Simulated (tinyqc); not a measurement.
Orbital energy against energy difference: ionisation energy by orbital energies and by energy differences in the 6-31g basis, for H6, spin multiplicity 1. Computed by the program tinyqc with PySCF. The cation is unrestricted; errors are against CCSD(T) in this basis, not against experiment.

Geometry (angstrom):
```
atom       x       y       z
H     0.0000  0.0000  0.0000
H     0.0000  0.0000  0.7410
H     0.0000  0.0000  1.6530
H     0.0000  0.0000  2.3940
H     0.0000  0.0000  3.3060
H     0.0000  0.0000  4.0470
```

CCSD(T) difference in the same basis = 11.0143 eV

IP-EOM-CCSD = 11.0391 eV

First vertical ionisation energy (eV):
```
method     -e(HOMO)  E(cation) - E  error of -e(HOMO)  error of the difference
HF          11.4583      10.631196             0.4440                  -0.3831
LDA          6.7654      10.821304            -4.2489                  -0.1930
B3LYP        8.0042      11.152799            -3.0101                   0.1385
PBE0         8.1601      11.066935            -2.8542                   0.0526
CAM-B3LYP    9.5041      11.158874            -1.5101                   0.1446
LC-wPBE     10.8029      11.212022            -0.2113                   0.1977
```

Estimate the missing row, method = PBE.

Computed row:
```
method  -e(HOMO)  E(cation) - E  error of -e(HOMO)  error of the difference
PBE       6.8453      10.884828            -4.1690                  -0.1295
```

Koopmans errs by +0.44 eV and Delta-HF by -0.38 eV: relaxation, 0.83 eV, lowers the value and the missing correlation difference works against it. The PBE level is off by -4.2 eV through the wrong tail of its potential, though its energy difference is off by -0.13 eV; exact exchange deepens the level, and among the orbital energies LC-wPBE comes closest; among the differences PBE0 does.
